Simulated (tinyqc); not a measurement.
Well width and field from level and shift.

Problem. An infinitely deep well has E_1(0) = C (pi/L)^2/m1, C = hbar^2/(2 m0), and in a field F (potential zero at the centre of the well) the second-order term of the shift is -m1 F^2 L^4 (15 - pi^2)/(48 C pi^4); higher orders are set aside. Find L and F.

Values chosen for this exercise:

| symbol | value | unit | meaning |
|---|---|---|---|
| m1 | 0.039 | m0 | mass |

Constants: q = 1.602176634e-19 C, hbar = 1.054571817e-34 J s, m0 = 9.1093837015e-31 kg, hbar^2/(2 m0) = 0.0380998212 eV nm^2. Results are converted to the units shown.

E_1(0) = 0.057052065 eV
second-order shift of level 1 = -8.2123069 meV

Answer. The level gives L, and the shift then gives F^2.

L = 13.00 nm
F = 0.01600 V/nm

Computed by the program tinyqc: `OMP_NUM_THREADS=1 python tinyqc.py 2580033 2580034 out.jsonl`, one thread of a shared Intel Xeon 2.30GHz, about 0.02 s for the whole run.
